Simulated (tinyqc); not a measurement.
From results to parameters: Hueckel model of a polar double bond. Computed by the program tinyqc.

Problem. A C=X pi bond in Hueckel theory has H_XX = alpha + h beta, H_CC = alpha and H_CX = k beta, with two electrons. Find h, k, the charge on carbon and the bond order.

x values of the two levels (E = alpha + x beta): 2.691245  -0.281245

Solution. The sum of the x values is h and their product is -k^2; the charge on carbon is h/sqrt(h^2 + 4k^2) and the bond order 2k/sqrt(h^2 + 4k^2).

h, k: 2.4100  0.8700
charge on carbon, bond order: 0.811  0.585
